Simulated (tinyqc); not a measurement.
# Inputs raised by 5 %, one at a time

Model: five-frequency model of solute diffusion by vacancies in an fcc metal. Computed by tinyqc, a small Python program. Command: `OMP_NUM_THREADS=1 python tinyqc.py 3020361 3020362 out.jsonl fivefreq sens`. One thread of a shared host (Intel(R) Xeon(R) Processor @ 2.30GHz), about 0.01 s of CPU time with the checks.

A vacancy next to the solute exchanges with it (w2), jumps to one of 4 sites that also neighbour the solute (w1) or to one of 7 that do not (w3); w4 is the reverse of w3 and w0 the host jump.

Inputs (values chosen for the exercise, for a model solute in a host close to nickel): barrier E0 (host jump) = 1.04 eV; barrier E1 (vacancy circles the solute) = 1.16 eV; barrier E2 (exchange) = 0.989 eV; barrier E3 (dissociation) = 1.09 eV; binding energy E_b (positive for attraction) = 0.055 eV; vacancy formation energy E_f = 1.81 eV; formation entropy S_f = 2.8 k_B; attempt frequency nu = 5.6 THz; lattice constant a = 3.52 angstrom; temperature T = 1150 K.

Constants: k_B = 8.617333262e-05 eV/K.

Method:
- w_i = nu exp(-E_i/(k_B T)); detailed balance gives E4 = E3 - E_b.
- Manning: with y = w4/w0, 7F = 7 - (10 y^4 + 180.5 y^3 + 927 y^2 + 1341 y)/(2 y^4 + 40.2 y^3 + 254 y^2 + 597 y + 436); f2 = (2 w1 + 7F w3)/(2 w2 + 2 w1 + 7F w3).
- The mean cosine between successive solute jumps follows from f2 = (1 + c)/(1 - c).
- c_v = exp(S_f - E_f/(k_B T)); host D0 = a^2 c_v w0 x 0.7815; solute D2 = a^2 c_v exp(E_b/(k_B T)) w2 f2; 1 angstrom^2 = 1e-16 cm^2.

Runs:
```
input moved                                         from       to  correlation factor f2  solute diffusivity D2 (cm^2/s)  ratio D2/D0      7F
base run                                               -        -                0.52316                      5.6310e-14       1.9509  5.0933
barrier E0 (host jump) (eV)                         1.04    1.092                0.49639                      5.3428e-14       3.1283  4.4755
barrier E1 (vacancy circles the solute) (eV)        1.16    1.218                0.50452                      5.4304e-14       1.8814  5.0933
barrier E2 (exchange) (eV)                         0.989  1.03845                0.64376                      4.2069e-14       1.4575  5.0933
binding energy E_b (positive for attraction) (eV)  0.055  0.05775                0.52186                      5.7750e-14       2.0008  5.0617
temperature T (K)                                   1150   1207.5                0.53674                      2.1595e-13       1.9022  5.0961
attempt frequency nu (THz)                           5.6     5.88                0.52316                      5.9125e-14       1.9509  5.0933
vacancy formation energy E_f (eV)                   1.81   1.9005                0.52316                      2.2593e-14       1.9509  5.0933
```

Exponents ln(y'/y) / ln(x'/x):
```
input                                         correlation factor f2  solute diffusivity D2  ratio D2/D0      7F
barrier E0 (host jump)                                       -1.077                 -1.077        9.678  -2.650
barrier E1 (vacancy circles the solute)                      -0.744                 -0.744       -0.744   0.000
barrier E2 (exchange)                                         4.251                 -5.976       -5.976   0.000
binding energy E_b (positive for attraction)                 -0.051                  0.518        0.518  -0.128
temperature T                                                 0.525                 27.550       -0.519   0.011
attempt frequency nu                                          0.000                  1.000        0.000   0.000
vacancy formation energy E_f                                  0.000                -18.717        0.000   0.000
```

Among the inputs moved here: correlation factor f2 answers most in size to barrier E2 (exchange) (exponent +4.251), next to barrier E0 (host jump) (-1.077); its exponent is below 0.0005 for attempt frequency nu, vacancy formation energy E_f. Its exponent 0.000 in attempt frequency nu: only ratios of rates enter. Solute diffusivity D2 answers most in size to temperature T (exponent +27.550), next to vacancy formation energy E_f (-18.717). Its exponent +1.000 in attempt frequency nu: nu sets the clock. Ratio D2/D0 answers most in size to barrier E0 (host jump) (exponent +9.678), next to barrier E2 (exchange) (-5.976); its exponent is below 0.0005 for attempt frequency nu, vacancy formation energy E_f. Its exponent 0.000 in vacancy formation energy E_f: both use the same vacancies. 7F answers most in size to barrier E0 (host jump) (exponent -2.650), next to binding energy E_b (positive for attraction) (-0.128); its exponent is below 0.0005 for barrier E1 (vacancy circles the solute), barrier E2 (exchange), attempt frequency nu, vacancy formation energy E_f.
